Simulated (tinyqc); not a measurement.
Short-channel transistor, virtual-source model with series resistance: one step of the calculation.

The current per gate width is the charge at the top of the source barrier (the virtual source) times its velocity times a saturation function; al and be are fitting constants of the model. Units: I in uA/um, Rs in ohm um, so I Rs = 1e-6 I Rs in volts; Q in uC/cm^2, so I = 1e-4 Q vx0 Fsat with vx0 in cm/s.

Problem. Current through the series resistance. Intrinsic voltages Vg' = Vgs - I Rs, Vd' = Vds - 2 I Rs. n = n0 + nd Vd', VT = VT0 - dl Vd', Ff = 1/(1 + exp((Vg' - VT + al Vt/2)/(al Vt))), Q = Cinv n Vt ln(1 + exp((Vg' - VT + al Vt Ff)/(n Vt))), Vdsat = (vx0 L/mu)(1 - Ff) + Vt Ff, Fsat = u/(1 + u^be)^(1/be) with u = Vd'/Vdsat, and I(out) = Q vx0 Fsat per width. (Fsat takes the sign of u.) I(new) = I(out).

Values chosen for this exercise:
```
symbol,value,unit,meaning
T,273,K,temperature
Cinv,2.17,uF/cm^2,inversion capacitance
vx0,2.62e7,cm/s,velocity at the virtual source
mu,630,cm^2/(V s),apparent mobility
L,32,nm,channel length
VT0,0.367,V,threshold at zero drain voltage
dl,0.117,V/V,drain-induced barrier lowering
n0,1.43,,subthreshold factor
nd,0,1/V,growth of n with drain voltage
al,3.5,,threshold shift (in units of Vt) from weak to strong inversion
be,2,,sharpness of saturation
Rs,250,ohm um,series resistance of each contact
Vgs,0.9,V,gate voltage
Vds,0.1,V,drain voltage
```

Constants: q = 1.602176634e-19 C, kB = 1.380649e-23 J/K, Vt = kB T/q. Results are converted to the units shown.

I after iteration 1 = 1861.3929 uA/um

Wanted: Vg'; Vd'; VT; Ff; Q; Vdsat; Fsat; I(out); I after iteration 2.

Solution.

Vg' = 0.43465 V
Vd' = -0.83070 V
VT = 0.46419 V
Ff = 0.46475
Q = 0.060682 uC/cm^2
Vdsat = 0.082164 V
Fsat = -0.99514
I(out) = -158.21 uA/um
I after iteration 2 = -158.21 uA/um

tinyqc, about 0.01 s, one thread, Intel Xeon 2.30GHz (shared host): `OMP_NUM_THREADS=1 python tinyqc.py 2380051 2380052 out.jsonl`
